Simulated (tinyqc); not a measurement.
Concentration-dependent dopant diffusion with charged defects and the built-in field. From one set of inputs to another, one input at a time. Computed by tinyqc, a small Python program. Command: `OMP_NUM_THREADS=1 python tinyqc.py 3030895 3030896 out.jsonl extrinsic ladder`. One thread of a shared host (Intel(R) Xeon(R) Processor @ 2.30GHz), about 0.5 s of CPU time with the checks.

A constant source C_s feeds a half space. The dopant moves through neutral point defects and through charged ones, whose number grows with the majority carrier density n.

The inputs printed are set A. Inputs not listed in the table keep their values of set A, so the rows need not describe a real material.

Inputs (values chosen for the exercise, modelled on phosphorus in silicon): neutral prefactor D0x = 3.58 cm^2/s; neutral activation energy E0 = 3.66 eV; singly charged prefactor D01 = 3.88 cm^2/s; activation energy E1 = 3.99 eV; doubly charged prefactor D02 = 44.7 cm^2/s; activation energy E2 = 4.36 eV; surface concentration C_s = 1.8e+19 1/cm^3; junction level C_B = 1.1e+15 1/cm^3; temperature T = 875 C; time t = 4400 s.

Field enhancement: on.

Constants: k_B = 8.617333262e-05 eV/K.

Method:
- n_i = 3.87e16 T^1.5 exp(-7014/T) per cm^3 (T in kelvin, an empirical form); each D = prefactor x exp(-E/(k_B T)); the intrinsic diffusivity D_i is their sum.
- Temperatures in kelvin are T(C) + 273.15.
- n = C/2 + sqrt(C^2/4 + n_i^2); D(C) = h [Dx + D1 (n/n_i) + D2 (n/n_i)^2], h = 1 + C/sqrt(C^2 + 4 n_i^2).
- With y = x/sqrt(D_s t), u = C/C_s and q = -(D/D_s) du/dy: du/dy = -q D_s/D, dq/dy = -(y/2) q D_s/D, u(0) = 1. The surface flux q(0) is shot so that u tends to 0 (LSODA, an adaptive multistep solver, relative tolerance 1e-10). Dose Q = 2 q(0) C_s sqrt(D_s t).
- The junction lies where C = C_B.

Each row keeps all changes above it:
```
input moved                                                                 from          to  junction depth x_j (nm)  enhancement D_s/D_i  junction in units of sqrt(D_s t)
set A                                                                          -           -                    74.27               2.8452                            3.6932
temperature T (C)                                                            875        1000                   445.45               2.2065                            4.0431
singly charged prefactor D01 (cm^2/s)                                       3.88        5.09                   449.49               2.2512                            4.0080
surface concentration C_s (1/cm^3)                                       1.8e+19     5.8e+18                   404.16               1.4528                            4.4861
junction level C_B (1/cm^3)                                              1.1e+15     5.3e+16                   288.40               1.4528                            3.2013
time t (s)                                                                  4400          56                    32.54               1.4528                            3.2013
neutral prefactor D0x (cm^2/s) and neutral activation energy E0 (eV)  3.58, 3.66  3.87, 3.65                    35.15               1.4419                            3.2108
```

Junction depth x_j goes from 74.3 to 35.1, a factor 0.473 in all. The largest single move comes from time t (a factor 0.113), and temperature T works against it (a factor 6.00). Enhancement D_s/D_i goes from 2.85 to 1.44, a factor 0.507 in all. The largest single move comes from surface concentration C_s (a factor 0.645). Junction in units of sqrt(D_s t) goes from 3.69 to 3.21, a factor 0.869 in all. The largest single move comes from junction level C_B (a factor 0.714), and surface concentration C_s works against it (a factor 1.12). The single moves hold for this order of the switches; the total does not depend on the order.

Extremes, crossings and ranges named in words are read from the listed rows.
